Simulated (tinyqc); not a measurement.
Worked calculation: one-electron ion in a basis of Gaussians. One step of it, computed by the program tinyqc.

Problem. Matrices over normalised Gaussians. With p = a_i + a_j and I(k) = Gamma((k+1)/2) / (2 p^((k+1)/2)): S = I(2l+2), T = (2l+3) a_i a_j S / p, V = -Z I(2l+1), each divided by sqrt(S_ii S_jj).

exponents of r^l exp(-a r^2) (1/bohr^2): [2.030000, 4.871000, 11.690000, 28.050000, 67.310000]

Z = 4

l = 0

Give: S; T; V.

Solution.

S:
$$\begin{pmatrix}
1.0000 & 0.8700 & 0.5984 & 0.3554 & 0.1958 \\
0.8700 & 1.0000 & 0.8699 & 0.5984 & 0.3554 \\
0.5984 & 0.8699 & 1.0000 & 0.8700 & 0.5984 \\
0.3554 & 0.5984 & 0.8700 & 1.0000 & 0.8700 \\
0.1958 & 0.3554 & 0.5984 & 0.8700 & 1.0000
\end{pmatrix}$$

T (hartree):
$$\begin{pmatrix}
3.0450 & 3.7397 & 3.1051 & 2.0182 & 1.1573 \\
3.7397 & 7.3065 & 8.9734 & 7.4507 & 4.8426 \\
3.1051 & 8.9734 & 17.5350 & 21.5355 & 17.8819 \\
2.0182 & 7.4507 & 21.5355 & 42.0750 & 51.6740 \\
1.1573 & 4.8426 & 17.8819 & 51.6740 & 100.9650
\end{pmatrix}$$

V (hartree):
$$\begin{pmatrix}
-9.0945 & -10.3153 & -10.0043 & -8.7974 & -7.3580 \\
-10.3153 & -14.0877 & -15.9789 & -15.4971 & -13.6273 \\
-10.0043 & -15.9789 & -21.8241 & -24.7538 & -24.0079 \\
-8.7974 & -15.4971 & -24.7538 & -33.8062 & -38.3445 \\
-7.3580 & -13.6273 & -24.0079 & -38.3445 & -52.3685
\end{pmatrix}$$
